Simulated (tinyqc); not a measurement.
Off-state leakage of single and stacked transistors: two steps of the calculation.

n-channel devices of unit width. Subthreshold current I(Vg, Vs, Vd) = I0 (T/300 K)^0.5 exp[(Vg - Vs - VT(T) - gb (Vs - Vb) + dd (Vd - Vs))/(nf Vt)] (1 - exp(-(Vd - Vs)/Vt)), VT(T) = VT - cT (T - 300 K). Gate-edge tunnelling Ig (Vd/1 V) exp(ag (Vd - 1 V)), for a gate at 0 V, and band-to-band leakage Ab u exp(-Bb/u), u = Vd - Vb + 1 V, flow at a drain held at V; both are taken as independent of T. In a stack of off transistors (all gates at 0 V) the same subthreshold current passes through each.

Parameters, values chosen for the exercise; values of the order met in bulk silicon logic transistors: temperature T = 330 K; supply voltage V = 1.1 V; threshold at 300 K, zero drain and body bias VT = 0.34 V; fall of the threshold with temperature cT = 0.9 mV/K; current at threshold at 300 K I0 = 0.38 uA/um; slope factor nf = 1.43; drain-induced lowering per volt dd = 0.16; rise of the threshold per volt of source-body bias gb = 0.11; gate-edge tunnelling current at 1 V Ig = 1e-5 uA/um; exponential slope of the gate current ag = 5.4 1/V; prefactor of band-to-band leakage at the drain Ab = 1 uA/(um V); its exponential voltage Bb = 27 V; body voltage Vb = -0.6 V.

Constants: q = 1.602176634e-19 C, kB = 1.380649e-23 J/K, Vt = kB T/q. Results are converted to the units shown.

Task 1. Leakage of one transistor. Vg = Vs = 0, Vd = V; effective threshold VT(T) - gb Vb - dd V.

Give: effective threshold; parts; total; shares.

Result 1.

effective threshold = 0.20300 V
parts (nA/um): subthreshold 2.7070, gate edge 0.018876, band-to-band 0.12258
total = 2.8485 nA/um
shares (%): subthreshold 95.034, gate edge 0.66268, band-to-band 4.3034

The subthreshold part is the largest.

Task 2. New Vx. Stack of two, Vx the node between them: I_low = I(0, 0, Vx), I_up = I(0, Vx, V), f = ln(I_up/I_low), f' = -(1 + gb + 2 dd)/(nf Vt) - 1/(Vt (exp(Vx/Vt) - 1)) - 1/(Vt (exp((V - Vx)/Vt) - 1)), Vx(new) = Vx - f/f'.

Vx at the start = 0.123 V

Find: I_low; I_up; f; f'; Vx after iteration 1.

Result 2.

I_low = 0.057180 nA/um
I_up = 0.058104 nA/um
f = 0.016023
f' = -35.637 1/V
Vx after iteration 1 = 0.12345 V

Program tinyqc, `OMP_NUM_THREADS=1 python tinyqc.py 2242212 2242213 out.jsonl`; Intel Xeon 2.30GHz, shared host, one thread, about 0.03 s.
